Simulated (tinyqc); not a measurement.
# Octagonal on-chip spiral inductor, lumped pi model: effects of single changes

Outer diameter do = di + 2 n wd + 2 (n - 1) sp, mean da = (do + di)/2, fill p = (do - di)/(do + di), length l = 3.314 n da. L = 2.25 mu0 n^2 da/(1 + 3.55 p), mu0 = 4 pi 1e-7 H/m. Rs = rho l/(wd delta (1 - exp(-th/delta))), delta = sqrt(rho/(pi f mu0)). Cs = n wd^2 eps0 eo/hu across the coil. At each end Cox = l wd eps0 eo/(2 ho) leads to the substrate branch Rsi = 2 rs he/(l wd) in parallel with Csi = l wd eps0 11.7/(2 he). With one end grounded Y = 1/(Rs + i w L) + i w Cs + 1/[1/(i w Cox) + 1/(1/Rsi + i w Csi)], w = 2 pi f; Q = -Im Y/Re Y. Eddy currents in neighbouring turns and in the substrate are left out.

Inputs (values chosen for the exercise); values of the order met in silicon radio-frequency processes: number of turns n = 4.5; line width wd = 10 um; space between turns sp = 1.5 um; inner diameter di = 80 um; metal thickness th = 3 um; metal resistivity rho = 3 uohm cm; oxide below the coil ho = 6.9 um; oxide between coil and underpass hu = 0.7 um; relative permittivity of the oxide eo = 3.9; substrate resistivity rs = 10 ohm cm; effective spreading depth in the substrate he = 30 um; frequency f = 1.1 GHz.

Constants: eps0 = 8.8541878128e-12 F/m. Results are converted to the units shown.

Each table varies one quantity; the others keep the values above.

## Quality factor against frequency

Apparent inductance Im(1/Y)/w; share of the loss Re(substrate branch)/Re Y.

Result of one run:
```
f (GHz),Rs (ohm),w L/Rs,Q,apparent inductance (nH),loss in the substrate (%)
4.1,4.8115,16.850,10.001,3.5957,31.749
```

What becomes of these results when the frequency f is changed from 4.1 to 0.95 GHz, all else the same?

Result of the changed run:
```
f (GHz),Rs (ohm),w L/Rs,Q,apparent inductance (nH),loss in the substrate (%)
0.95,3.1514,5.9611,5.8956,3.1709,0.29178
```

The whole series:
```
f (GHz),Rs (ohm),w L/Rs,Q,apparent inductance (nH),loss in the substrate (%)
0.22,2.4802,1.7541,1.7531,3.1481,0.0014081
0.35,2.6344,2.6272,2.6238,3.1500,0.0073233
0.58,2.8573,4.0140,3.9995,3.1558,0.046961
0.95,3.1514,5.9611,5.8956,3.1709,0.29178
1.5,3.5163,8.4355,8.1432,3.2070,1.5318
2.5,4.0708,12.144,10.521,3.3134,8.5850
4.1,4.8115,16.850,10.001,3.5957,31.749
6.8,5.8552,22.965,5.4098,4.4714,65.454
11,7.2060,30.186,1.1898,7.0735,84.900
```

Q goes from 1.75 through a maximum of 10.5 (at f = 2.5 GHz among the rows listed) to 1.19; the exact peak is 10.9 at 3.07 GHz and Q reaches zero at the self-resonance, 13.0 GHz. The share of the substrate rises from 0.00141 to 84.9 %, and the apparent inductance ends at 2.25 times L. At the peak the substrate takes 15.7 % of the loss.

## Effect of the substrate resistivity

Same model as above.

Peak Q and its frequency from a search over f; self-resonance where Im Y = 0; Q at the given f (negative beyond resonance).

The same in every row: L (nH) = 3.147; do (um) = 180.5.

Effect of the substrate resistivity:
```
rs (ohm cm),peak Q,f of the peak (GHz),self-resonance (GHz),Q at f
0.1,14.67,5.010,10.66,6.605
1,13.48,4.256,10.72,6.602
3,12.27,3.624,11.17,6.595
10,10.86,3.065,13.02,6.573
30,10.86,3.545,13.72,6.532
100,13.68,5.124,13.82,6.544
1000,16.87,6.398,13.83,6.623
10000,17.36,6.582,13.83,6.633
```

What does the table show?

As rs goes from 0.1 to 10000, L stays at 3.15 nH, the peak Q goes from 14.7 through a minimum of 10.9 (at rs = 10 among the rows listed) to 17.4, its frequency goes from 5.01 through a minimum of 3.07 (at rs = 10 among the rows listed) to 6.58 GHz and the self-resonance rises from 10.7 to 13.8 GHz. In this model both a very low and a very high resistivity dissipate little: the first shorts the branch to a pure Cox, the second blocks the current. For rs = 0.1, 1 eddy currents in the substrate, left out, would lower Q markedly.

tinyqc, about 0.01 s, one thread, Intel Xeon 2.30GHz (shared host): `OMP_NUM_THREADS=1 python tinyqc.py 2302167 2302168 out.jsonl`
